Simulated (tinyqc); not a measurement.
# Changing the drain voltage V_D

Model: inversion-layer mobility, back-scattering and ballistic limit of a field-effect transistor. Computed by tinyqc, a small Python program. Command: `OMP_NUM_THREADS=1 python tinyqc.py 3002349 3002350 out.jsonl mos sweep`. One thread of a shared host (Intel(R) Xeon(R) Processor @ 2.30GHz), about 0.01 s of CPU time with the checks.

The charge at the top of the source barrier is fixed by the gate; series resistance and short-channel effects are left out. F_j are Fermi integrals normalised to exp(eta) in the classical limit.

Inputs (values chosen for the exercise, modelled on a silicon p-channel):

| quantity | value | unit |
|---|---|---|
| transport mass m | 0.3 | m_0 |
| valley degeneracy g_v | 1 | - |
| weight w of the inversion charge | 0.333 | - |
| permittivity eps | 11.7 | - |
| phonon mobility at 1 MV/cm and 300 K, mu_ph | 98 | cm^2/(V s) |
| roughness mobility at 1 MV/cm, mu_sr | 110 | cm^2/(V s) |
| Coulomb mobility at N_inv = 1e12/cm^2, mu_C | 340 | cm^2/(V s) |
| electrical oxide thickness t_inv | 5 | nm |
| depletion charge N_dep | 1.9e+11 | 1/cm^2 |
| gate overdrive V_G - V_T | 0.15 | V |
| channel length L | 660 | nm |
| exponent a of the critical length | 0.55 | - |
| temperature T | 300 | K |

Statistics at the top of the barrier: non-degenerate.

Constants: eps_0 = 8.8541878128e-12 F/m; e = 1.602176634e-19 C; m_0 = 9.1093837015e-31 kg; k_B = 1.380649e-23 J/K; hbar = 1.054571817e-34 J s; k_B = 8.617333262e-05 eV/K.

Method:
- N_inv = 3.9 eps_0 (V_G - V_T)/(e t_inv); effective field E_eff = e (N_dep + w N_inv)/(eps eps_0).
- mu_phonon = mu_ph (E_eff/1 MV/cm)^(-0.3) (T/300 K)^(-1.75); mu_rough = mu_sr (E_eff/1 MV/cm)^(-2); mu_Coulomb = mu_C (N_inv/1e12 cm^-2) (T/300 K); Matthiessen's rule adds 1/mu.
- Non-degenerate: every F_j(eta) is replaced by exp(eta).
- Ballistic channel: N_2D = g_v m k_B T/(pi hbar^2), U = e V_D/(k_B T); eta_F solves N_inv = (N_2D/2)[F_0(eta_F) + F_0(eta_F - U)]; v_T = sqrt(2 k_B T/(pi m)); I/W = e (N_2D/2) v_T [F_1/2(eta_F) - F_1/2(eta_F - U)]; injection velocity v_T F_1/2(eta_F)/F_0(eta_F).
- Mean free path lambda = (2 k_B T/e)(mu/v_T) F_0(eta_0)/F_-1/2(eta_0), with eta_0 from N_inv = N_2D F_0(eta_0); critical length l = L (1 + U)^(-a), an empirical rule; back-scattering r = l/(l + lambda). Then eta solves N_inv = (N_2D/2)[(1 + r) F_0(eta) + (1 - r) F_0(eta - U)] and I/W = e (N_2D/2) v_T (1 - r)[F_1/2(eta) - F_1/2(eta - U)].
- Ballistic ratio: I over the ballistic current. Apparent mobility 1/(1/mu + 1/mu_B), mu_B = mu L/lambda.

One run for each value:

| drain voltage V_D (V) | current I/W (microampere/micrometre) | ballistic current I/W (microampere/micrometre) | back-scattering coefficient r | critical length l (nm) |
|---|---|---|---|---|
| 0.010 | 0.171 | 19.4 | 0.9895 | 551.4 |
| 0.018 | 0.299 | 34.1 | 0.9883 | 493.5 |
| 0.033 | 0.505 | 57.4 | 0.9863 | 419.8 |
| 0.060 | 0.777 | 83.6 | 0.9832 | 341.1 |
| 0.110 | 1.091 | 98.9 | 0.9785 | 265.0 |
| 0.200 | 1.458 | 101.7 | 0.9717 | 200.4 |
| 0.360 | 1.949 | 101.8 | 0.9624 | 149.2 |
| 1.200 | 3.619 | 101.8 | 0.9313 | 79.0 |

Give the missing row, drain voltage V_D (V) = 0.660.

Computed row; columns: (1) drain voltage V_D (V); (2) current I/W (microampere/micrometre); (3) ballistic current I/W (microampere/micrometre); (4) back-scattering coefficient r; (5) critical length l (nm):
```
(1)      (2)    (3)     (4)    (5)
0.660  2.656  101.8  0.9491  108.8
```

Interpolating between the two neighbouring rows (the first column on a logarithmic scale, the others too where they are positive) misses most in critical length l (nm), by 0.37 %. Over the rows, current I/W (microampere/micrometre) rises from 0.171 to 3.62 (exponent d ln y / d ln x 0.95 between the first rows and 0.52 between the last); ballistic current I/W (microampere/micrometre) rises from 19.4 to 102, flat over part of the range; back-scattering coefficient r falls from 0.990 to 0.931 (exponent d ln y / d ln x -0.0021 between the first rows and -0.032 between the last). At the low end the exponent of current I/W is 0.95, close to 1: the linear region.

Caution (rows 0.110, 0.200, 0.360, 0.660, 1.20): eta_F is above -1, so the non-degenerate formulas understate the injection velocity and the current. Caution (rows 0.200, 0.360, 0.660, 1.20): the current exceeds the long-channel drift law, so the empirical rule for l, meant for short channels, is too generous here.
